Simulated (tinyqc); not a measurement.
From results back to parameters: WKB tunnelling through a gate dielectric with a two-band (Franz) dispersion. Two cases, with inputs chosen for the exercise.

Problem. In the Fowler-Nordheim regime with a parabolic band J/F^2 is proportional to exp(-B/F), B = (4/3) sqrt(m/c) phi^(3/2), c = hbar^2/2m0, 1 V/angstrom = 100 MV/cm. The ratio below was computed from a hidden barrier.

Constants: hbar^2/2m0 = 3.80998211 eV angstrom^2.

Case 1.

Values chosen (out of a larger set: of the size used for SiO2 on silicon; not measured data): m = 0.5 m0 (mass at the conduction edge); F1 = 7.2 MV/cm (first field); F2 = 10.2 MV/cm (second field).

ln[(J2/F2^2)/(J1/F1^2)] = 10.40674

Case 2.

Values chosen (out of a larger set: of the size used for HfO2 on silicon; not measured data): m = 0.2 m0 (mass at the conduction edge); F1 = 7.1 MV/cm (first field); F2 = 12.4 MV/cm (second field).

ln[(J2/F2^2)/(J1/F1^2)] = 3.65236

Find: B; phi.

Solution. B is the logarithm divided by 1/F1 - 1/F2; then phi = (3 B/(4 sqrt(m/c)))^(2/3). The slope fixes only m phi^3, so the mass must be known.

Case 1.

B = 254.76 MV/cm
phi = 3.030 eV

Case 2.

B = 60.67 MV/cm
phi = 1.580 eV

Computed by tinyqc, one run a case: `OMP_NUM_THREADS=1 python tinyqc.py N N+1 out.jsonl` with N = 1480875, 1480889; one thread of a shared Intel(R) Xeon(R) Processor @ 2.30GHz, about 0.01 s a run at most.
